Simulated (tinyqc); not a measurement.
Harmonic frequencies on the LDA (VWN5)/3-21g surface (energies and gradients from PySCF), for H3+, spin multiplicity 1, step by step. One step of it, computed by the program tinyqc.

Question. One row of the Hessian: 1Hz. Displace 1Hz by +/-0.01 bohr; H(k, :) = (g(+) - g(-)) / (2 delta).

optimised positions (bohr):
```
           x          y         z
1H  0.062356  -0.165282  0.000215
2H  0.008594   0.020040  1.667281
3H  0.061331   1.371674  0.673876
```

gradient at +delta (hartree/bohr):
```
              x            y            z
1H  -0.00005430   0.00071532   0.00189114
2H   0.00004799  -0.00033671  -0.00155176
3H   0.00000624  -0.00037860  -0.00033940
```

gradient at -delta (hartree/bohr):
```
              x            y            z
1H   0.00005222  -0.00068893  -0.00184563
2H  -0.00004728   0.00029865   0.00153069
3H  -0.00000502   0.00039029   0.00031491
```

Give: row of the Hessian.

Answer.

row of the Hessian (hartree/bohr^2): 1Hx -0.005326, 1Hy 0.070213, 1Hz 0.186839, 2Hx 0.004764, 2Hy -0.031768, 2Hz -0.154123, 3Hx 0.000563, 3Hy -0.038445, 3Hz -0.032715
